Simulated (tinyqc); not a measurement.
# MOSFET in the linear regime without short-channel effects, parameter extraction from computed curves: extraction methods against the first mobility attenuation factor

Inversion charge Q = Cox n Vt W0(exp((Vg - VT)/(n Vt))), W0 the Lambert function and n = nf; u = Q/Cox; mobility mu = mu0/(1 + th1 u + th2 u^2); channel resistance Rch = (L - dL)/(W mu Q); Id = Vd/(Rch + Rsd/W). Cox = eps0 eox/tox. Small Vd, no channel-length or drain effects.

From the continuous curve Id(Vg): tangent at peak gm (V_ext = Vg - Id/gm); constant current Id = 0.1 uA W/L; peak of d2Id/dVg2; Y = Id/sqrt(gm) drawn through Vg = VT + 0.6 and VT + 0.8 V, with intercept VT_Y and slope s. Mobilities gm,max L/(W Cox Vd) and s^2 L/(W Cox Vd) with the drawn L. Last column: share of Rsd/W in the total resistance at VT + 0.8 V.

Values chosen for this exercise; channel values of the order met in silicon transistors:
- T = 400 K (temperature)
- eox = 7.62 (relative permittivity of the gate insulator (close to silicon nitride))
- tox = 11 nm (insulator thickness)
- mu0 = 120 cm^2/(V s) (low-field mobility)
- th2 = 0.02 1/V^2 (second mobility attenuation factor)
- VT = 0.63 V (threshold voltage)
- nf = 1.13 (body factor)
- W = 1 um (gate width)
- L = 0.087 um (drawn gate length)
- dL = 0.009 um (drawn less effective length)
- Rsd = 180 ohm um (source plus drain resistance)
- Vd = 0.05 V (drain voltage)

Constants: q = 1.602176634e-19 C, kB = 1.380649e-23 J/K, Vt = kB T/q, eps0 = 8.8541878128e-14 F/cm where lengths are in cm. Results are converted to the units shown.

Result of one run:

| th1 (1/V) | V_ext (V) | constant current (V) | second derivative (V) | VT_Y (V) | mobility from gm (cm^2/(V s)) | mobility from Y (cm^2/(V s)) | series share (%) |
|---|---|---|---|---|---|---|---|
| 1.2 | 0.609 | 0.638 | 0.612 | 0.681 | 74.6 | 120 | 5.99 |

What becomes of these results when the first mobility attenuation factor th1 is changed from 1.2 to 0 1/V, all else the same?

Result of the changed run:

| th1 (1/V) | V_ext (V) | constant current (V) | second derivative (V) | VT_Y (V) | mobility from gm (cm^2/(V s)) | mobility from Y (cm^2/(V s)) | series share (%) |
|---|---|---|---|---|---|---|---|
| 0 | 0.652 | 0.636 | 0.621 | 0.681 | 107 | 120 | 10.4 |

The whole series:

| th1 (1/V) | V_ext (V) | constant current (V) | second derivative (V) | VT_Y (V) | mobility from gm (cm^2/(V s)) | mobility from Y (cm^2/(V s)) | series share (%) |
|---|---|---|---|---|---|---|---|
| 0 | 0.652 | 0.636 | 0.621 | 0.681 | 107 | 120 | 10.4 |
| 0.2 | 0.637 | 0.637 | 0.619 | 0.681 | 97.0 | 120 | 9.25 |
| 0.4 | 0.628 | 0.637 | 0.618 | 0.681 | 90.4 | 120 | 8.34 |
| 0.6 | 0.622 | 0.637 | 0.616 | 0.681 | 85.3 | 120 | 7.59 |
| 0.8 | 0.617 | 0.638 | 0.614 | 0.681 | 81.1 | 120 | 6.97 |
| 1 | 0.612 | 0.638 | 0.613 | 0.681 | 77.6 | 120 | 6.44 |
| 1.2 | 0.609 | 0.638 | 0.612 | 0.681 | 74.6 | 120 | 5.99 |

The model has VT = 0.63 V and mu0 = 120 cm^2/(V s). Over the table the extracted thresholds move by 43 mV (tangent), 1.9 mV (constant current), 9.5 mV (second derivative), under 0.5 mV (Y function). The mobility from gm falls from 107 to 74.6 and that from Y stays near 120 cm^2/(V s).

Program tinyqc, `OMP_NUM_THREADS=1 python tinyqc.py 2210026 2210027 out.jsonl`; Intel Xeon 2.30GHz, shared host, one thread, about 0.01 s.
